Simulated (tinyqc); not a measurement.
Inside a calculation. Model: stacked nanosheet transistor, parasitic resistance, capacitance and delay.

tinyqc, about 0.1 s, one thread, Intel Xeon 2.30GHz (shared host): `OMP_NUM_THREADS=1 python tinyqc.py 2170126 2170127 out.jsonl` Printed values are rounded.

Ns sheets share one contact on top; each has perimeter p = 2 (Ws + ts) and cross-section A = Ws ts; contact width Wc = Ws + 10 nm, stack height Hs = Ns pv. Sheet 1 is the top one. Contact length Lc = CPP - Lg - 2 Lsp, shared by two neighbouring gates. Source and drain sides are equal. The formulas are first-order estimates, not field solutions.

Inputs (values chosen for the exercise); values close to those of silicon logic devices: temperature T = 300 K; number of sheets Ns = 3; sheet width Ws = 30 nm; sheet thickness ts = 5 nm; vertical pitch of the sheets pv = 14 nm; vertical resistance between sheet levels rv = 72 ohm; contacted gate pitch CPP = 54 nm; gate length Lg = 12 nm; spacer length Lsp = 6 nm; relative permittivity of the spacer ks = 3.3; gate height above the channel stack Hc = 30 nm; contact resistivity rc = 5.8e-10 ohm cm^2; resistivity of the source-drain epitaxy re = 0.00033 ohm cm; current-carrying depth of the epitaxy te = 15 nm; resistivity of the extension rx = 0.0015 ohm cm; gate overlap Lov = 1.5 nm; inversion capacitance Cinv = 3.1 uF/cm^2; injection velocity vx = 1.3e7 cm/s; apparent mobility mu = 330 cm^2/(V s); threshold at zero drain voltage VT = 0.21 V; barrier lowering dl = 0.066 V/V; subthreshold factor n = 1.13; wire load Cw = 0.18 fF; supply voltage Vdd = 0.7 V.

Constants: q = 1.602176634e-19 C, kB = 1.380649e-23 J/K, eps0 = 8.8541878128e-12 F/m, Vt = kB T/q. Results are converted to the units shown.

## Geometry and resistances

Epitaxy sheet resistance Rsh = re/te, transfer length LT = sqrt(rc/Rsh), contact Rc = [sqrt(rc Rsh)/Wc] coth(Lc/(2 LT)); extension of one sheet Rx = rx Lsp/A. Effective width N p; for equal currents and rv = 0 one side has Rc + Rx/N.

Lc = 30 nm
effective width = 210 nm
Rsh = 220 ohm
LT = 16.23688 nm
Rc = 122.7192 ohm
Rx = 600 ohm
one side times effective width = 67.77103 ohm um

Lc/2 is 0.92 transfer lengths, and Rc is 27 % above the area limit rc/(Wc Lc/2). The contact makes up 38.0 % of one side.

## Capacitances

With N sheets: gate Cg = Cinv p N Lg; per side, plate Cp = ks eps0 [Wc (Hs + Hc) - N A]/Lsp, top fringe Cf = (2/pi) ks eps0 Wc ln(1 + Lg/(2 Lsp)), overlap Co = Cinv p N Lov. Cs = Cp + Cf + Co. An inverter of two such devices driving an equal one has the load CL = 2 (Cg + 2 Cs) + 4 Cs + Cw (its own drains counted twice for the Miller effect).

Cg = 78.12 aF
Cp = 11.83362 aF
Cf = 0.5157369 aF
Co = 9.765 aF
CL = 513.1549 aF

The channel capacitance gives 30.4 % of CL, the parasitic parts 34.5 % and the wire 35.1 %.

## Iteration 1: sheet currents at Vgs = Vdd, Vds = Vdd/2

I at the start (uA): sheet 1 0, sheet 2 0, sheet 3 0

One sheet: I = p Q vx u/(1 + |u|^1.8)^(1/1.8), Q = Cinv n Vt ln(1 + exp((Vg' - VT + dl Vd')/(n Vt))), u = Vd' mu/(vx Lg), Vg' = Vgs - v, Vd' = Vds - 2 v, with the drop on each side v_j = Rc sum I + rv (sum over levels k = 2..j of the current of sheets k..Ns) + Rx I_j. I(new) = I + 0.5 (I(out) - I).

drop v (mV): sheet 1 0, sheet 2 0, sheet 3 0
I(out) (uA): sheet 1 142.6015, sheet 2 142.6015, sheet 3 142.6015
I after iteration 1 (uA): sheet 1 71.30075, sheet 2 71.30075, sheet 3 71.30075

## Iteration 2: sheet currents at Vgs = Vdd, Vds = Vdd/2

As before.

drop v (mV): sheet 1 69.03036, sheet 2 79.29767, sheet 3 84.43132
I(out) (uA): sheet 1 118.3496, sheet 2 114.3842, sheet 3 112.3287
I after iteration 2 (uA): sheet 1 94.82516, sheet 2 92.84246, sheet 3 91.81473

## Course of the iteration: sheet currents at Vgs = Vdd, Vds = Vdd/2

Stop when the largest change of I is below 1e-6 uA, or after 80 iterations.

Course of the iteration:
```
iteration  total I (uA)  largest |change| of one entry (uA)
1              213.9022                                71.3
2              279.4823                                23.5
3              297.1751                                7.35
4              301.4511                                2.24
5              302.4720                               0.701
6              302.7267                               0.226
7              302.7943                              0.0749
8              302.8134                              0.0253
9              302.8192                             8.63e-3
10             302.8210                             2.97e-3
11             302.8215                             1.03e-3
12             302.8217                             3.56e-4
13             302.8218                             1.24e-4
14             302.8218                             4.30e-5
15             302.8218                             1.50e-5
16             302.8218                             5.21e-6
17             302.8218                             1.82e-6
18             302.8218                             6.33e-7
```

Converged in 18 iterations. At the end each change is about 0.35 times the one before: linear convergence. The bottom sheet carries 92.2 % of the current of the top one.

## Effective current, delay and energy

IH = I(Vdd, Vdd/2) = 302.8218 uA
IL = I(Vdd/2, Vdd), solved likewise = 116.6904 uA

Ieff = (IH + IL)/2, delay CL Vdd/(2 Ieff), energy CL Vdd^2, with CL the load of an inverter that drives an equal one.

Ieff = 209.7561 uA
delay = 0.8562524 ps
energy = 251.4459 aJ

Without any series resistance Ieff would be 292 uA, so the resistances cost 28.3 %.
